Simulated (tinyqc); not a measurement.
What moves the results of Methfessel-Paxton (first order) smearing: smearing for a one-band metal on the simple cubic lattice.

Lattice vectors (units of a): a1 = (1, 0, 0), a2 = (0, 1, 0), a3 = (0, 0, 1). E(k) = -t A_1(k) - t2 A_2(k), A_m the sum of cos(k . R) over the 6 nearest and 12 second lattice vectors. Mesh k = sum (j_i/N) b_i, j_i = 0 .. N-1.

With x = (E_k - mu)/sigma: Methfessel-Paxton (first order) f = erfc(x)/2 - x exp(-x^2)/(2 sqrt(pi)), s = (1 - 2 x^2) exp(-x^2)/(4 sqrt(pi)). With weights w = points/N^d (d the dimension), mu solves 2 sum w f = ne; E = 2 sum w f E_k, S = 2 sum w s, F = E - sigma S.

Parameters, chosen for this exercise: t = 0.58 eV (nearest hopping); t2 = -0.15 eV (second hopping); ne = 1.05 (electrons per cell); N = 4 (unshifted mesh); sigma = 0.174 eV (width).

All sums formed anew.

Results for these values:

| case | mu (eV) | E (eV) | S | F (eV) |
|---|---|---|---|---|
| base | -0.4746 | -1.1926 | -0.0015 | -1.1923 |

What happens to each result for t2 = -0.092 eV, all else kept?

Answer: mu rises from -0.4746 to -0.2291; E rises from -1.1926 to -1.1551; S falls from -0.0015 to -0.0230; F rises from -1.1923 to -1.1511.

The same for each parameter in turn:

| case | mu (eV) | E (eV) | S | F (eV) |
|---|---|---|---|---|
| base | -0.4746 | -1.1926 | -0.0015 | -1.1923 |
| N = 8 | -0.2473 | -1.1754 | 0.0103 | -1.1772 |
| sigma = 0.348 eV | -0.3358 | -1.1962 | -0.0187 | -1.1897 |
| ne = 1.15 | -0.0314 | -1.2000 | 0.0319 | -1.2056 |
| t2 = -0.092 eV | -0.2291 | -1.1551 | -0.0230 | -1.1511 |
| t = 0.638 eV | -0.4746 | -1.3013 | -0.0015 | -1.3010 |

Computed by tinyqc, a small Python program: `OMP_NUM_THREADS=1 python tinyqc.py 1652197 1652198 out.jsonl` (the numbers bound the seed that draws the inputs); one thread of a shared host (Intel(R) Xeon(R) Processor @ 2.30GHz), about 0.3 s for the whole set of steps.
